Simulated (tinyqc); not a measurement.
Heat flow across a film from the phonon Boltzmann equation in the relaxation-time approximation. Convergence with the number of cells. Computed by tinyqc, a small Python program. Command: `OMP_NUM_THREADS=1 python tinyqc.py 3001664 3001665 out.jsonl slabbte sweep`. One thread of a shared host (Intel(R) Xeon(R) Processor @ 2.30GHz), about 0.03 s of CPU time with the checks.

Two black walls, hot at x = 0 and cold at x = L, emit phonons isotropically. For one free path Lambda, with tau = x/Lambda, tau_L = L/Lambda and phi = (T - T_cold)/Delta T, energy balance gives phi(tau) = (1/2) [E2(tau) + int_0^tau_L phi(s) E1(|tau - s|) ds]; E_n are the exponential integrals. The flux over the ballistic flux C v Delta T/4 is psi = 1 - 2 int_0^tau_L phi(s) E2(s) ds, and kappa_eff/kappa = (3/4) tau_L psi. kappa = C v Lambda/3 is an input, so at fixed kappa a longer free path means a smaller C v.

Inputs (values chosen for the exercise, modelled on gallium nitride): film thickness L = 220 nm; free path Lambda_1 = 100 nm.

Free-path groups: one.

Method:
- Cut the film into n equal cells with constant phi, collocated at the centres c_i: the kernel integrates to A_ij = |E2(|c_i - e_j|) - E2(|c_i - e_(j+1)|)|/2 for cell edges e_j, and A_ii = 1 - E2(half a cell); solve (1 - A) phi = E2(c)/2; psi = 1 - 2 sum_j phi_j [E3(e_j) - E3(e_(j+1))].
- In short, (1 - A) phi = b and psi = 1 - 2 sum_j w_j phi_j, with b the right-hand side and w_j the flux weights; the cells divide 0 to tau_L.
- Use 150 and 300 cells and extrapolate psi = (4 psi(300) - psi(150))/3. The jump at the hot wall is 1 - phi there (linear extrapolation from the first two of 300 cells). Two-flux (diffusion with slip) formula: psi = 1/(1 + 3 tau_L/4).

One run for each value:
```
cells n in the small system  psi, small system  psi for Lambda_1
2                                       0.4286            0.3684
3                                       0.4000            0.3684
4                                       0.3879            0.3684
6                                       0.3780            0.3684
8                                       0.3742            0.3684
12                                      0.3712            0.3684
20                                      0.3695            0.3684
40                                      0.3687            0.3684
```

What does the table show, and why?

Over the rows, psi, small system falls from 0.429 to 0.369 (exponent d ln y / d ln x -0.17 between the first rows and -0.0030 between the last); psi for Lambda_1 does not change. The error of psi falls from 16 % to 0.078 %; a cell must be thin against the free path.
